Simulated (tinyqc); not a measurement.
Worked calculation: empirical pseudopotential in a few plane waves. One step of it, computed by the program tinyqc.

Task: Levels at G. Diagonalise the Hermitian matrix.

H(k) at G (eV):
```
           +0+0+0     -1-1-1     -1-1+1     -1+1-1     -1+1+1     +1-1-1     +1-1+1     +1+1-1
+0+0+0   0.000000   2.289721  -2.289721  -2.289721  -2.289721  -2.289721  -2.289721  -2.289721
-1-1-1   2.289721  13.185366   0.000000   0.000000  -0.653073   0.000000  -0.653073  -0.653073
-1-1+1  -2.289721   0.000000  13.185366   0.653073   0.000000   0.653073   0.000000   0.000000
-1+1-1  -2.289721   0.000000   0.653073  13.185366   0.000000   0.653073   0.000000   0.000000
-1+1+1  -2.289721  -0.653073   0.000000   0.000000  13.185366   0.000000   0.653073   0.653073
+1-1-1  -2.289721   0.000000   0.653073   0.653073   0.000000  13.185366   0.000000   0.000000
+1-1+1  -2.289721  -0.653073   0.000000   0.000000   0.653073   0.000000  13.185366   0.653073
+1+1-1  -2.289721  -0.653073   0.000000   0.000000   0.653073   0.000000   0.653073  13.185366
+1+1+1   2.289721   0.000000  -0.653073  -0.653073   0.000000  -0.653073   0.000000   0.000000
-2+0+0   0.000000  -2.289721  -2.289721  -2.289721   2.289721   0.519517  -0.519517  -0.519517
+0-2+0   0.000000  -2.289721  -2.289721   0.519517  -0.519517  -2.289721   2.289721  -0.519517
+0+0-2   0.000000  -2.289721   0.519517  -2.289721  -0.519517  -2.289721  -0.519517   2.289721
+0+0+2   0.000000  -0.519517   2.289721  -0.519517  -2.289721  -0.519517  -2.289721   0.519517
+0+2+0   0.000000  -0.519517  -0.519517   2.289721  -2.289721  -0.519517   0.519517  -2.289721
+2+0+0   0.000000  -0.519517  -0.519517  -0.519517   0.519517   2.289721  -2.289721  -2.289721

           +1+1+1     -2+0+0     +0-2+0     +0+0-2     +0+0+2     +0+2+0     +2+0+0
+0+0+0   2.289721   0.000000   0.000000   0.000000   0.000000   0.000000   0.000000
-1-1-1   0.000000  -2.289721  -2.289721  -2.289721  -0.519517  -0.519517  -0.519517
-1-1+1  -0.653073  -2.289721  -2.289721   0.519517   2.289721  -0.519517  -0.519517
-1+1-1  -0.653073  -2.289721   0.519517  -2.289721  -0.519517   2.289721  -0.519517
-1+1+1   0.000000   2.289721  -0.519517  -0.519517  -2.289721  -2.289721   0.519517
+1-1-1  -0.653073   0.519517  -2.289721  -2.289721  -0.519517  -0.519517   2.289721
+1-1+1   0.000000  -0.519517   2.289721  -0.519517  -2.289721   0.519517  -2.289721
+1+1-1   0.000000  -0.519517  -0.519517   2.289721   0.519517  -2.289721  -2.289721
+1+1+1  13.185366  -0.519517  -0.519517  -0.519517  -2.289721  -2.289721  -2.289721
-2+0+0  -0.519517  17.580488   0.653073   0.653073  -0.653073  -0.653073   0.000000
+0-2+0  -0.519517   0.653073  17.580488   0.653073  -0.653073   0.000000  -0.653073
+0+0-2  -0.519517   0.653073   0.653073  17.580488   0.000000  -0.653073  -0.653073
+0+0+2  -2.289721  -0.653073  -0.653073   0.000000  17.580488   0.653073   0.653073
+0+2+0  -2.289721  -0.653073   0.000000  -0.653073   0.653073  17.580488   0.653073
+2+0+0  -2.289721   0.000000  -0.653073  -0.653073   0.653073   0.653073  17.580488
```

Give: eigenvalues.

Result:

eigenvalues (eV): [-2.392, 8.897, 8.897, 8.897, 11.037, 12.532, 12.532, 12.532, 16.274, 16.274, 17.536, 21.216, 21.216, 21.216, 24.300]
